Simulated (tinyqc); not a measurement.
Reset of a mushroom phase-change cell, hemispherical electro-thermal model: two steps of the calculation.

Current spreads from a hemispherical contact of radius r0 into a large dome with constant rho and ka: j = I/(2 pi r^2). With s = r0/r the steady rise is T - T0 = c (b s - s^2), c = I^2 rho/(8 pi^2 ka r0^2). The heat lost through the heater, (T(r0) - T0)/Rh, fixes b = (2 + g)/(1 + g), g = 1/(2 pi ka r0 Rh).

Parameters, values chosen for the exercise; values of the order of Ge-Sb-Te and related chalcogenides:

| symbol | value | unit | meaning |
|---|---|---|---|
| T0 | 300 | K | ambient temperature |
| Tm | 876 | K | melting point |
| r0 | 37 | nm | radius of the heater contact |
| rho | 2.9 | mohm cm | resistivity of the hot chalcogenide |
| ka | 0.99 | W/(m K) | its thermal conductivity |
| Rh | 10 | K/uW | thermal resistance of the path through the heater |
| I | 2000 | uA | reset current |

Problem 1. Constants and melting current. The peak lies at s = b/2 with the rise c b^2/4; melting starts at the current where that equals Tm - T0, and the molten shell spans the roots of s^2 - b s + (Tm - T0)/c = 0 (s at most 1). Electrical resistance rho/(2 pi r0).

Give: g; b; resistance; radius of the peak; melting current; power at that current.

Solution 1.

g = 0.4345
b = 1.697
resistance = 0.1247 kohm
radius of the peak = 43.60 nm
melting current = 1718 uA
power at that current = 368.2 uW

Problem 2. Temperature profile and molten shell. 

r, point 0 to 7 (nm): 37  42.5  50  59.2  74  96.2  129.5  185
b = 1.6971102

Find: c; T; peak T; inner radius of the melt; outer radius of the melt.

Solution 2.

c = 1084 K
T, point 0 to 7 (K): 1056  1080  1068  1026  948.8  847.2  737.1  624.6
peak T = 1081 K
inner radius of the melt = 37.00 nm
outer radius of the melt = 89.33 nm

The melt reaches the contact.

Range of the model: Constant properties, no latent heat, thermoelectric terms, boundary resistance or heating in the heater itself.

Numbers from tinyqc (`OMP_NUM_THREADS=1 python tinyqc.py 2490039 2490040 out.jsonl`; about 0.01 s on one thread of a shared Intel Xeon 2.30GHz).
